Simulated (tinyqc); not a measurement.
Ion implantation: universal nuclear stopping, Lindhard-Scharff electronic stopping and a Gaussian range profile: one step, computed by the program tinyqc.

An ion slows by elastic collisions with screened nuclei and by friction with electrons; channelling is ignored and the target is uniform.

Task: Stopping at the entry energy. Reduced energy eps = 32.53 M2 E/(Z1 Z2 (M1 + M2)(Z1^0.23 + Z2^0.23)), E in keV; s_n = ln(1 + 1.1383 eps)/(2 (eps + 0.01321 eps^0.21226 + 0.19593 eps^0.5)) for eps up to 30 and ln(eps)/(2 eps) above; S_n = 8.462 Z1 Z2 M1 s_n/((M1 + M2)(Z1^0.23 + Z2^0.23)) in 1e-15 eV cm^2. S_e = k 3.83 Z1^(7/6) Z2/(Z1^(2/3) + Z2^(2/3))^(3/2) sqrt(E/M1) in 1e-15 eV cm^2, E in keV. dE/dx = N (S_n + S_e); 1e-15 eV cm^2 = 0.1 eV nm^2.

Inputs (values chosen for the exercise, modelled on oxygen ions in germanium):

| quantity | value | unit |
|---|---|---|
| ion atomic number Z1 | 8 | - |
| ion mass M1 | 16 | u |
| target atomic number Z2 | 32 | - |
| target mass M2 | 72.63 | u |
| target density N | 44.2 | 1/nm^3 |
| ion energy E | 170 | keV |
| scale factor of electronic stopping k | 1.2 | - |

Give: reduced energy eps; s_n; S_n; S_e; energy loss dE/dx.

Result:

reduced energy eps = 4.619

s_n = 0.1813

S_n = 18.50 x 1e-15 eV cm^2

S_e = 102.7 x 1e-15 eV cm^2

energy loss dE/dx = 535.5 eV/nm

Electronic stopping carries 85 % of the loss at entry.
